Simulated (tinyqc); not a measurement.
Threshold-voltage variability of a planar MOSFET, analytic estimates: a gate of 4 grains.

Three independent sources add in quadrature: random dopants in the depleted layer, metal-gate grains of two orientations, and roughness of the two gate edges acting through the roll-off VT = VT(long) - Vr exp(-L/l). These are first-order estimates: no three-dimensional electrostatics, no percolation.

Each of 4 equal grains has the higher work function with probability p; the threshold shift is dW (j/4 - p) for j such grains, and the off current changes by exp(-shift/(n Vt)).

Inputs (values chosen for the exercise); material values close to those of silicon: temperature T = 350 K; work-function difference of the two grain orientations dW = 0.2 eV; share of the orientation of higher work function p = 0.5; subthreshold factor n = 1.12.

Constants: q = 1.602176634e-19 C, kB = 1.380649e-23 J/K, Vt = kB T/q. Results are converted to the units shown.

Distribution:
```
j,probability,shift (mV),Ioff factor,probability x factor
0,0.06250,-100.0,19.30,1.207
1,0.2500,-50.0,4.394,1.098
2,0.3750,0.0,1.000,0.3750
3,0.2500,50.0,0.2276,0.05690
4,0.06250,100.0,0.05180,0.003238
```

What does the table show?

The standard deviation is dW sqrt(p (1 - p)/4) = 50.0 mV. The mean off current is 2.74 times the nominal one; the log-normal formula exp(s^2/(2 (n Vt)^2)) gives 2.99. Devices with j = 0, 6.2 % of all, carry 44 % of the mean leakage.

Computed by the program tinyqc: `OMP_NUM_THREADS=1 python tinyqc.py 2090174 2090175 out.jsonl`, one thread of a shared Intel Xeon 2.30GHz, about 0.01 s for the whole run.
